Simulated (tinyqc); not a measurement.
From results back to parameters: density of states of one tight-binding band on the square lattice. Three cases, with inputs chosen for the exercise.

Problem. For E(k) = -2 t (c1 + c2) - 4 t2 c1 c2, ci = cos(2 pi ki), with |t2| < t/2 the band has its bottom at Gamma, its top at M = (1/2, 1/2) and its logarithmic peak at X = (1/2, 0). Only differences are known.

Find: t; t2.

Method. E(Gamma) = -4t - 4 t2, E(X) = 4 t2, E(M) = 4t - 4 t2: the sum of the two differences is 8 t, their difference 16 t2.

Case 1.

peak above the bottom = 4.7200 eV
top above the peak = 3.9200 eV

Solution.

t = 1.080 eV
t2 = 0.050 eV

Case 2.

peak above the bottom = 6.6400 eV
top above the peak = 3.1200 eV

Solution.

t = 1.220 eV
t2 = 0.220 eV

Case 3.

peak above the bottom = 5.0800 eV
top above the peak = 2.2000 eV

Solution.

t = 0.910 eV
t2 = 0.180 eV

Computed by tinyqc, one run a case: `OMP_NUM_THREADS=1 python tinyqc.py N N+1 out.jsonl` with N = 1681444, 1681755, 1681959; one thread of a shared Intel(R) Xeon(R) Processor @ 2.30GHz, about 0.09 s a run at most.
